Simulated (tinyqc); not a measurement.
# Changing the cell length L

Model: finite-size error of a charged defect in a periodic cell: Madelung and Makov-Payne terms. Computed by tinyqc, a small Python program. Command: `OMP_NUM_THREADS=1 python tinyqc.py 3015010 3015011 out.jsonl imagecharge sweep`. One thread of a shared host (Intel(R) Xeon(R) Processor @ 2.30GHz), about 0.08 s of CPU time with the checks.

L is the cube root of the cell volume. The defect charge is a Gaussian, rho(r) = q (2 pi sigma^2)^(-3/2) exp(-r^2/2 sigma^2), repeated periodically in a uniform neutralising background and screened by a continuum. The model cell energy is E(L) = E_0 + [periodic - isolated electrostatic energy].

Inputs (values chosen for the exercise, with screening close to that of GaP):

| quantity | value | unit |
|---|---|---|
| charge q | -1 | e |
| dielectric constant eps | 11.3 | - |
| width sigma of the defect charge | 1.9 | angstrom |
| formation energy of the isolated defect E_0 | 5.801 | eV |

Supercell lattice: fcc. Screening: isotropic.

Constants: e^2/(4 pi eps_0) = 14.39964548 eV angstrom.

Method:
- Cell vectors: (0,1,1), (1,0,1), (1,1,0), scaled to volume L^3.
- Ewald sum for a unit point charge: scale each Cartesian component of the cell by 1/sqrt(eps_i), giving R', G' and V'; E = [ (1/2) sum erfc(eta R')/R' + (2 pi/V') sum exp(-G'^2/4 eta^2)/G'^2 - eta/sqrt(pi) - pi/(2 V' eta^2) ] e^2/(4 pi eps_0) / sqrt(eps_x eps_y eps_z), over n_i = -6..6, omitting n = (0,0,0), eta = 2/V'^(1/3). alpha = -2 E eps_g L/(e^2/(4 pi eps_0)), eps_g = (eps_x eps_y eps_z)^(1/3).
- Periodic energy of the Gaussian: (2 pi q^2/V) sum_(G != 0) exp(-sigma^2 G^2)/(G.eps.G) x e^2/(4 pi eps_0), n_i = -k..k with k = max(9, L/sigma rounded up). Isolated energy: q^2/(2 sqrt(pi) sigma) <1/(n.eps.n)> e^2/(4 pi eps_0), the mean over directions n, here 1/eps.

One run for each value:

| cell length L (angstrom) | finite-size error (eV) | point-charge correction -q^2 E (eV) | E(L) (eV) |
|---|---|---|---|
| 6.5 | -0.18486 | 0.28312 | 5.6161 |
| 8.1 | -0.17341 | 0.22719 | 5.6276 |
| 10.0 | -0.15514 | 0.18403 | 5.6459 |
| 13.0 | -0.12840 | 0.14156 | 5.6726 |
| 19.0 | -0.09264 | 0.09686 | 5.7084 |
| 24.0 | -0.07459 | 0.07668 | 5.7264 |
| 30.0 | -0.06027 | 0.06134 | 5.7407 |

Give the missing row, cell length L (angstrom) = 16.0.

Computed row:
```
cell length L (angstrom)  finite-size error (eV)  point-charge correction -q^2 E (eV)  E(L) (eV)
16.0                                    -0.10796                              0.11502     5.6930
```

Interpolating between the two neighbouring rows (linearly) misses most in point-charge correction -q^2 E (eV), by 3.6 %. Over the rows, finite-size error (eV) rises from -0.185 to -0.0603 (exponent d ln y / d ln x -0.29 between the first rows and -0.96 between the last); point-charge correction -q^2 E (eV) falls from 0.283 to 0.0613 (exponent d ln y / d ln x about -1.0 throughout); E(L) (eV) rises from 5.62 to 5.74 (exponent d ln y / d ln x 0.0093 between the first rows and 0.011 between the last). At the high end the exponent of finite-size error is -0.96, close to -1: the Madelung term rules in large cells. The exponent of point-charge correction -q^2 E stays at -1: the Madelung term goes as 1/L.

Caution (rows 6.50, 8.10): the nearest image is closer than five widths, so the tails of the charge clouds overlap and the expansion in 1/L is no longer exact.
